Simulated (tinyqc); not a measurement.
Closing and inverting the gap: three-level Kane dispersion of a narrow-gap semiconductor.

Zero of energy at Gamma8, c = hbar^2/2m0, P^2 = Ep c. The free-electron term and remote bands are left out, so the heavy holes are flat at E = 0 and the other three bands obey E (E - Eg)(E + Dso) = P^2 k^2 (E + 2 Dso/3). The conduction band is the highest root; its edge is Ec = max(Eg, 0).

Constants: hbar^2/2m0 = 3.80998211 eV angstrom^2.

Values chosen for the exercise (out of a larger set: near those of InAs; not measured data):
```
symbol  value  unit        meaning
Dso     0.41   eV          spin-orbit splitting
Ep      21.9   eV          Kane energy
k       0.028  1/angstrom  wave vector
```

Eg is varied at fixed k, Dso and Ep. Edge mass: Eg (Eg + Dso)/(Ep (Eg + 2 Dso/3)) for Eg > 0, 3 |Eg|/(2 Ep) for Eg < 0. The Gamma6 weight of the conduction state is 1/(1 + P^2 k^2 [(2/3)/E^2 + (1/3)/(E + Dso)^2]).

Results:
```
Eg (eV)      m0*  highest root (eV)  middle (eV)  lowest (eV)  E - Ec (meV)  Gamma6 weight
-0.400   0.02740             0.0962      -0.3134      -0.5928          96.2          0.173
-0.200   0.01370             0.1434      -0.2453      -0.5081         143.4          0.313
-0.080   0.00548             0.1882      -0.1978      -0.4804         188.2          0.436
-0.020   0.00137             0.2164      -0.1755      -0.4709         216.4          0.503
0.020    0.00134             0.2374      -0.1618      -0.4656         217.4          0.548
0.080    0.00507             0.2722      -0.1431      -0.4591         192.2          0.611
0.200    0.01177             0.3524      -0.1129      -0.4495         152.4          0.720
0.400    0.02197             0.5093      -0.0799      -0.4395         109.3          0.838
```

The edge mass vanishes with |Eg| from both sides, yet the kinetic energy at this k stays finite, at most 217.4 meV in the table; at Eg = 0 the two-level form, without the split-off band, gives the linear value sqrt(2/3) P k = 208.8 meV. The Gamma6 weight of the conduction state goes smoothly from 0.17 to 0.84 and is 0.50 and 0.55 in the two rows next to Eg = 0: at finite k nothing jumps at the inversion.

tinyqc: `OMP_NUM_THREADS=1 python tinyqc.py 1051270 1051271 out.jsonl`; about 0.01 s, one thread, shared Intel(R) Xeon(R) Processor @ 2.30GHz.
